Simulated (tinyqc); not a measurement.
From results back to parameters: band offset of a heterojunction with an interface dipole (two-band chains, self-consistent charge). Three cases, with inputs chosen for the exercise.

Problem. D0 is the offset of the mid-gaps without dipole, chi the charge moved per eV of offset and u the potential step per electron moved. In linear response the valence offset is S D0 - (G2 - G1)/2 with S = 1/(1 + u chi/2). Two interfaces between the same crystals differ in D0 by a known amount, as from a layer of fixed dipoles; their offsets come from hidden S and D0.

Case 1.

Values chosen (out of a larger set: gaps near those of InGaAs and InP; the chains and D0 are free models, so the offsets are not those of the real pair; not measured data): G1 = 0.73 eV (gap on the left); G2 = 1.29 eV (gap on the right).

chi = 0.53102 1/eV

valence offsets (eV): first -0.44224, second -0.16144

D0(second) - D0(first) = 0.90 eV

Case 2.

Values chosen (out of a larger set: gaps near those of Si and HfO2; the chains and D0 are free models, so the offsets are not those of the real pair; not measured data): G1 = 1.07 eV (gap on the left); G2 = 6.04 eV (gap on the right).

chi = 0.13883 1/eV

valence offsets (eV): first -2.93993, second -1.88748

D0(second) - D0(first) = 1.55 eV

Case 3.

Values chosen (out of a larger set: gaps near those of Si and Ge; the chains and D0 are free models, so the offsets are not those of the real pair; not measured data): G1 = 1.1 eV (gap on the left); G2 = 0.72 eV (gap on the right).

chi = 0.58568 1/eV

valence offsets (eV): first 0.09576, second 0.45752

D0(second) - D0(first) = 1.19 eV

Find: S; D0 of the first; u.

Solution. S is the change of the offset over the change of D0; then D0 = (offset + (G2 - G1)/2)/S and u = 2 (1/S - 1)/chi.

Case 1.

S = 0.312
D0 of the first = -0.52 eV
u = 8.3 eV

Case 2.

S = 0.679
D0 of the first = -0.67 eV
u = 6.8 eV

Case 3.

S = 0.304
D0 of the first = -0.31 eV
u = 7.8 eV

Computed by tinyqc, one run a case: `OMP_NUM_THREADS=1 python tinyqc.py N N+1 out.jsonl` with N = 1452526, 1452591, 1452711; one thread of a shared Intel(R) Xeon(R) Processor @ 2.30GHz, about 0.4 s a run at most.
